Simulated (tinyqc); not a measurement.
Depth and level of a trap from the time ratio.

Question. For an oxide trap tc/te = exp(E/Vt) with E = E0 - dpsi - (xt/tox)(Vg - VT - dpsi), dpsi being the rise of the surface potential above its value at threshold. Find xt and E0, and the depth that would be read if dpsi were ignored.

Parameters, values chosen for the exercise:
- T = 300 K (temperature)
- tox = 3.7 nm (insulator thickness)

Constants: q = 1.602176634e-19 C, kB = 1.380649e-23 J/K, Vt = kB T/q. Results are converted to the units shown.

Vg - VT (V): 0.82  0.97
tc/te: 1.9310595  0.30286599
dpsi (V): 0.098482361  0.10317440

Answer. E + dpsi is a straight line in the oxide voltage Vg - VT - dpsi with slope -xt/tox and intercept E0. Ignoring dpsi assigns the motion of the bands to the trap and overstates its depth.

xt = 1.10 nm
E0 = 0.330 eV
depth read without dpsi = 1.18 nm

Numbers from tinyqc (`OMP_NUM_THREADS=1 python tinyqc.py 2710171 2710172 out.jsonl`; about 0.01 s on one thread of a shared Intel Xeon 2.30GHz).
